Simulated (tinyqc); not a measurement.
## Gate voltage for a given inversion charge

Question. p-type body, charge-sheet picture, depletion and inversion only, full ionisation (an idealisation for deep acceptors), Boltzmann statistics (rough once Na exp(x - xn) passes about Nc/7). In units of Vt: xg = (Vg - Vfb)/Vt, x = psi/Vt, G = gamma/sqrt(Vt), xn = (2 phiF + Vc)/Vt. The implicit equation is (xg - x)^2 = G^2 [x - 1 + exp(x - xn)] for x above about 3. Cox = eps0 eox/tox. ni = sqrt(Nc Nv) exp(-Eg/(2 Vt)), Eg in volts; phiF = Vt ln(Na/ni); gamma = sqrt(2 q eps0 eps_r Na)/Cox. N_inv = (Cox Vt G/q) [sqrt(x - 1 + exp(x - xn)) - sqrt(x - 1)]. Find x - xn, psi and Vg.

Inputs (values chosen for the exercise); band and dielectric values close to those of 4H silicon carbide:
- T = 300 K (temperature)
- Eg = 3.29 eV (band gap)
- eps_r = 9.7 (relative permittivity)
- Nc = 1.7e19 cm^-3 (conduction-band density of states at T)
- Nv = 2.49e19 cm^-3 (valence-band density of states at T)
- eox = 3.9 (relative permittivity of the gate insulator (close to silicon dioxide))
- tox = 14 nm (insulator thickness)
- Na = 9.8e17 cm^-3 (acceptor density)
- Vfb = -0.89 V (flat-band voltage)
- Vc = 1 V (channel-body voltage)

Constants: q = 1.602176634e-19 C, kB = 1.380649e-23 J/K, Vt = kB T/q, eps0 = 8.8541878128e-14 F/cm where lengths are in cm. Results are converted to the units shown.

N_inv = 3.7e10 cm^-2

Answer. N_inv rises steadily with x, so it fixes x; the implicit equation then gives xg directly.

x - xn = 0.587
psi = 4.15 V
Vg = 7.56 V

Program tinyqc, `OMP_NUM_THREADS=1 python tinyqc.py 2122209 2122210 out.jsonl`; Intel Xeon 2.30GHz, shared host, one thread, about 0.01 s.
